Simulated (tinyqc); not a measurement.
# Inputs raised by 2 %, one at a time

Model: donor in an ellipsoidal valley (Kohn-Luttinger variational method). Computed by tinyqc, a small Python program. Command: `OMP_NUM_THREADS=1 python tinyqc.py 3017392 3017393 out.jsonl kohnlutt sens`. One thread of a shared host (Intel(R) Xeon(R) Processor @ 2.30GHz), about 0.1 s of CPU time with the checks.

H = -(d^2/dx^2 + d^2/dy^2) - gamma d^2/dz^2 - 2/r in units built on m_t, with gamma = m_t/m_l and z along the valley axis. One valley; no valley-orbit or central-cell term.

Inputs (values chosen for the exercise, modelled on silicon): transverse mass m_t = 0.19 m_0; longitudinal mass m_l = 0.914 m_0; dielectric constant eps = 11.4.

Constants: Ry = 13.605693123 eV; a_0 = 0.529177210903 angstrom.

Method:
- Ry* = Ry m_t/eps^2, a* = a_0 eps/m_t, gamma = m_t/m_l.
- Trial function exp(-sqrt((x^2 + y^2)/a^2 + z^2/b^2)) with beta = b/a < 1: E = t/a^2 - u/a, t = (2 + gamma/beta^2)/3, u = 2 arcsin(sqrt(1 - beta^2))/sqrt(1 - beta^2); the best a is 2 t/u and E(beta) = -u^2/(4 t).
- Golden-section search on beta from 0.05 to 0.999, 60 steps.
- Gaussian basis: g = P exp(-al (x^2 + y^2) - be z^2) with P = 1 (s-like), z (2p0) or x (2p+-); al = 0.004 x 2.6^k, k = 0..11, and be/al = 1, gamma^(-1/2) or 1/gamma (36 functions); 1/r = (2/sqrt(pi)) int exp(-t^2 r^2) dt by 48 Gauss-Legendre points after t = sqrt(al_i + al_j) tan(theta); overlap eigenvalues below 1e-10 are dropped.

Runs; columns: (1) input moved; (2) from; (3) to; (4) 1s binding energy, trial function (meV); (5) 2p0 binding energy (meV); (6) 2p+- binding energy (meV); (7) radius b of the 1s trial function (angstrom):
```
(1)                            (2)      (3)    (4)    (5)    (6)    (7)
base run                         -        -  31.14  11.46  6.385  13.65
transverse mass m_t (m_0)     0.19   0.1938  31.61  11.58  6.497  13.52
longitudinal mass m_l (m_0)  0.914  0.93228  31.28  11.57  6.400  13.52
dielectric constant eps       11.4   11.628  29.93  11.02  6.137  13.93
```

Exponents ln(y'/y) / ln(x'/x):
```
input                    1s binding energy, trial function  2p0 binding energy  2p+- binding energy  radius b of the 1s trial function
transverse mass m_t                                  0.760               0.536                0.877                             -0.495
longitudinal mass m_l                                0.239               0.462                0.122                             -0.504
dielectric constant eps                             -2.000              -2.000               -2.000                              1.000
```

To which inputs is each result most sensitive?

Among the inputs moved here: 1s binding energy, trial function answers most in size to dielectric constant eps (exponent -2.000), next to transverse mass m_t (+0.760). Its exponent -2.000 in dielectric constant eps: energies scale as 1/eps^2 and lengths as eps. 2p0 binding energy answers most in size to dielectric constant eps (exponent -2.000), next to transverse mass m_t (+0.536). Its exponent -2.000 in dielectric constant eps: energies scale as 1/eps^2 and lengths as eps. 2p+- binding energy answers most in size to dielectric constant eps (exponent -2.000), next to transverse mass m_t (+0.877). Its exponent -2.000 in dielectric constant eps: energies scale as 1/eps^2 and lengths as eps. Radius b of the 1s trial function answers most in size to dielectric constant eps (exponent +1.000), next to longitudinal mass m_l (-0.504). Its exponent +1.000 in dielectric constant eps: energies scale as 1/eps^2 and lengths as eps.
